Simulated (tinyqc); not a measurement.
## MOS inversion layer, Poisson-Schroedinger loop: effect of the temperature

Electrons confined at an insulator interface at z = 0, treated as a hard wall; parabolic valleys, Hartree approximation, no image or exchange terms. The depletion charge lies far deeper than the electrons and gives a uniform field q Nd/(eps0 eps_r); the gate balances all charge. Energies are counted from the band edge at the interface.

Schroedinger equation -(C/mz) psi'' + (V0 + U) psi = E psi, C = hbar^2/(2 m0), psi(0) = 0, on a uniform mesh of 800 nodes with a far wall at 28 nm, 8 levels a set; V0 = q Nd z/(eps0 eps_r); dU/dz = q (Ns - integral of n from 0 to z)/(eps0 eps_r), U(0) = 0; N_k = g md m0 q Vt/(pi hbar^2) ln(1 + exp((EF - E_k)/Vt)), g the number of valleys of the set, sum N_k = Ns. Triangular well: E_k = a_k (C F^2/mz)^(1/3), a_1 = 2.338107, a_2 = 4.087949, C = hbar^2/(2 m0), F in eV/nm. Fang-Howard (all electrons in the lowest level of set A): b^3 = 6 (mz1/C) q (Nd + 11 Ns/32)/(eps0 eps_r), centroid 3/b, level C b^2/(4 mz1) + (3/b) q (Nd + 11 Ns/16)/(eps0 eps_r). The centroid adds 3.9 z_av/eps_r to an oxide-equivalent thickness. Shares under 0.0001 % are printed as 0.

Inputs (values chosen for the exercise); masses and permittivity close to those of germanium (100):
```
symbol   value   unit                                     meaning
eps_r     16.2                              relative permittivity
mz1      0.121     m0  mass along z of valley set A (4 valley(s))
md1      0.293     m0    in-plane density-of-states mass of set A
Ns      1.4e13  cm^-2                  sheet density of electrons
Nd        1e11  cm^-2           sheet density of depletion charge
```

Constants: q = 1.602176634e-19 C, kB = 1.380649e-23 J/K, hbar = 1.054571817e-34 J s, m0 = 9.1093837015e-31 kg, Vt = kB T/q, eps0 = 8.8541878128e-14 F/cm where lengths are in cm, hbar^2/(2 m0) = 0.0380998212 eV nm^2. Results are converted to the units shown.

The same in every row: Fang-Howard centroid (nm) = 2.96.

Effect of the temperature:
```
T (K)	A1 (meV)	A2 (meV)	EF (meV)	share of A1 (%)	share of A2 (%)	centroid z_av (nm)	added oxide equivalent (nm)
20	396	462	425	100	0	2.82	0.679
50	396	462	425	100	0.00239	2.82	0.679
77	396	463	425	99.9	0.0711	2.83	0.681
120	396	468	424	99.4	0.538	2.87	0.691
200	397	480	421	97.4	1.91	3.01	0.724
300	398	496	414	94.3	3.75	3.19	0.769
400	400	509	404	91.0	5.52	3.38	0.813
500	401	521	391	87.8	7.14	3.56	0.857
```

As T goes from 20 to 500, A1 rises from 396 to 401 meV, the share of A1 falls from 100 to 87.8 % and the centroid rises from 2.82 to 3.56 nm. EF lies more than 2 meV above A1 for T = 20, 50, 77, 120, 200, 300, 400. The Fang-Howard centroid is 4.8 % above the full one in the first row, where A1 holds 100 %, and 17 % below it in the last, where A1 holds 87.8 %.

Computed by the program tinyqc: `OMP_NUM_THREADS=1 python tinyqc.py 2160138 2160139 out.jsonl`, one thread of a shared Intel Xeon 2.30GHz, about 0.8 s for the whole run.
